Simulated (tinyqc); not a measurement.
Worked calculation: tight binding, honeycomb lattice. One step of it, computed by the program tinyqc.

Problem. Levels at k. Diagonalise the Hermitian matrix.

H(k) at k (eV), order A, B:
```
[[0.600000, -1.241383-0.680402i],
 [-1.241383+0.680402i, -0.600000]]
```

Give: eigenvalues; weights |c|^2 of the basis functions.

Solution.

eigenvalues (eV): [-1.5375, 1.5375]

weights |c|^2 of the basis functions, order A, B:
```
[[0.3049, 0.6951],
 [0.6951, 0.3049]]
```
